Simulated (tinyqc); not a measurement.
Free-carrier optics of a doped semiconductor (Drude model with one polar phonon): one step. Plasma energy and damping. Two cases, with inputs chosen for the exercise.

Task: Evaluate Ep, tau, Gam, the plasma wavelength hc/Ep (hc = 1239.841984 eV nm) and the dc resistivity 1/(e N mu), e = 1.602176634e-19 C.

eps(E) = ei [1 - Ep^2/(E^2 + i E Gam)] + (es - ei) wT^2/(wT^2 - E^2 - i E gT), with Ep^2 = 8 pi c (e^2/(4 pi eps0)) N/(m ei), c = hbar^2/2m0, N in 1/angstrom^3 (1e-24 per 1/cm^3); Gam = hbar/tau, tau = mu m m0/e with m0/e = 5.685630e-12 kg/C and mu in m^2/(V s). Energies in meV.

Constants: hbar^2/2m0 = 3.80998211 eV angstrom^2; e^2/(4 pi eps0) = 14.39964547 eV angstrom; hbar = 6.58211957e-16 eV s.

Give: Ep; tau; Gam; plasma wavelength; rho.

Case 1.

Values chosen (mass and dielectric values near those of InP; N and mu are free inputs; interband absorption and the rise of the mass with filling are left out; not measured data): N = 1.3e+18 1/cm^3 (carrier density); m = 0.0838 m0 (conductivity mass); mu = 4500 cm^2/(V s) (mobility); ei = 9.86 (high-frequency dielectric constant); wT = 38.4 meV (TO phonon); es = 13.04 (static dielectric constant); gT = 0.5 meV (phonon damping).

Result:

Ep = 46.58 meV
tau = 214.41 fs
Gam = 3.07 meV
plasma wavelength = 26.62 micrometre
rho = 0.00107 ohm cm

Ep/Gam = 15.17: the plasma edge is sharp.

Case 2.

Values chosen (mass and dielectric values near those of GaAs; N and mu are free inputs; interband absorption and the rise of the mass with filling are left out; not measured data): N = 6.2e+17 1/cm^3 (carrier density); m = 0.0693 m0 (conductivity mass); mu = 1600 cm^2/(V s) (mobility); ei = 10.61 (high-frequency dielectric constant); wT = 33.8 meV (TO phonon); es = 12.73 (static dielectric constant); gT = 0.2 meV (phonon damping).

Result:

Ep = 34.10 meV
tau = 63.04 fs
Gam = 10.44 meV
plasma wavelength = 36.36 micrometre
rho = 0.00629 ohm cm

Ep/Gam = 3.27: the edge is smeared by scattering.

Computed by tinyqc, one run a case: `OMP_NUM_THREADS=1 python tinyqc.py N N+1 out.jsonl` with N = 1680706, 1681079; one thread of a shared Intel(R) Xeon(R) Processor @ 2.30GHz, about 0.01 s a run at most.
